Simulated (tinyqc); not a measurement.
Six-band hole subbands of a thin body in a field, step by step. Values are carried at full precision from step to step, so a last printed digit may differ when a step is redone from the rounded ones.

Constants: hbar^2/2m0 = 3.80998211 eV angstrom^2.

Values chosen for the exercise (near those of a p-type Si channel; shifted at random, so the results belong to these values and not to a real crystal):
- g1 = 4.26 (Luttinger gamma1)
- g2 = 0.34 (gamma2)
- g3 = 1.44 (gamma3)
- face = 110 (surface)
- Dso = 0.044 eV (spin-orbit splitting)
- b = -2.06 eV (tetragonal potential)
- d = -4.76 eV (trigonal potential)
- S = (7.77, -2.15, 12.78) 1/TPa (compliances s11, s12, s44)
- t = 85 angstrom (body thickness)
- F = 0.2 MV/cm (field across the body)
- sx = 0 GPa (stress along the channel [1-10], negative in compression)
- kmax = 0.1 1/angstrom (end of the path)

## Confinement masses without spin-orbit coupling

C(n n^T)/c has C_XX = (g1 + 4 g2) nx^2 + (g1 - 2 g2)(ny^2 + nz^2) and C_XY = 6 g3 nx ny, n the unit normal; its eigenvalues are the inverse masses along n.

C(n n^T)/c:
```
        X       Y       Z
X  4.6000  4.3200       0
Y  4.3200  4.6000       0
Z       0       0  3.5800
```

masses (m0): 3.5714  0.2793  0.1121

The heaviest mass, 3.57, comes from a near cancellation among the gammas, so a few per cent in them move it strongly.

## The matrix for one sine at q = 0

Basis X, Y, Z times spin, hole energies counted downwards from the unstrained edge (the hydrostatic shift is left out), c = hbar^2/2m0. For a symmetric tensor T let C(T) have C_XX = L Txx + M (Tyy + Tzz), C_XY = N Txy (cyclic), L = c (g1 + 4 g2), M = c (g1 - 2 g2), N = 6 c g3. k = q + kz n, n the unit normal, q = k1 u + k2 v with u along the channel [1-10] and v = n x u. H = C(k k^T) + (Dso/3)(1 - L.sigma) - B + e F z with (L_k)_ij = -i epsilon_kij; B is the block C built from the traceless strain with 2b, -b and sqrt(3) d in place of L, M, N. Strain: exx = eyy = (s11 + s12) sx/2, ezz = s12 sx, exy = -s44 sx/4. Hard walls at z = 0 and t; basis sin(j pi z/t), j = 1 to Nz: kz^2 = (j pi/t)^2, kz = -i D with D_jl = 4 j l/(t (j^2 - l^2)), z_jj = t/2 and z_jl = -8 t j l/(pi (j^2 - l^2))^2 for j + l odd; 1 MV/cm = 0.01 eV/angstrom.

Nz = 1, in meV.

H (meV):
```
              X+            Y+      Z+            X-            Y-      Z-
X+        123.61  22.48+14.67i       0             0             0  -14.67
Y+  22.48-14.67i        123.61       0             0             0  14.67i
Z+             0             0  118.30         14.67       -14.67i       0
X-             0             0   14.67        123.61  22.48-14.67i       0
Y-             0             0  14.67i  22.48+14.67i        123.61       0
Z-        -14.67       -14.67i       0             0             0  118.30
```

## Its levels

Diagonalise; the levels come in pairs. Give each pair and its weights on X, Y, Z, summed over spin and averaged over the pair.

levels (meV): 92.02  114.53  158.96

weights:
```
   pair 1  pair 2  pair 3
X   0.408   0.181   0.411
Y   0.408   0.181   0.411
Z   0.184   0.638   0.178
```

## More sines

The four lowest pairs at q = 0.

Hole energies (meV):

| Nz | pair 1 | pair 2 | pair 3 | pair 4 |
|---|---|---|---|---|
| 1 | 92.02 | 114.53 | 158.96 | - |
| 2 | 66.39 | 101.56 | 127.13 | 151.22 |
| 4 | 52.15 | 87.17 | 101.46 | 123.89 |
| 8 | 49.49 | 77.44 | 98.60 | 103.91 |
| 16 | 49.46 | 77.31 | 98.42 | 103.65 |

One sine is 42.56 meV off in the top subband, since the field mixes the sines. The second pair lies 27.9 meV deeper.

## Dispersion of the top subband

Nz = 14; the two lowest levels (spin-split where the field breaks inversion), in meV from their value at q = 0.

Energies (meV):

| \|q\| (1/angstrom) | u a | u b | v a | v b |
|---|---|---|---|---|
| 0.025 | 19.19 | 20.83 | 8.32 | 8.54 |
| 0.050 | 69.28 | 69.87 | 33.11 | 33.97 |
| 0.075 | 86.39 | 87.15 | 72.47 | 75.68 |
| 0.100 | 94.61 | 94.99 | 114.74 | 116.36 |

From the mean of each pair in the first row, c q^2/E gives 0.12 m0 along u and 0.28 m0 along v. The largest distance between a and b in the table is 3.21 meV. These masses hold for the first row only: the band bends further out.

## Checks

- Top level at q = 0 on (001) without field and stress against c (g1 - 2 g2)(pi/t)^2, eV: both 0.01863.
- Hermiticity, and E(q) against E(-q): they agree to 1e-10 or better.

(tinyqc, `OMP_NUM_THREADS=1 python tinyqc.py 1281035 1281036 out.jsonl`, Intel(R) Xeon(R) Processor @ 2.30GHz, 1 thread, shared host, about 0.4 s.)
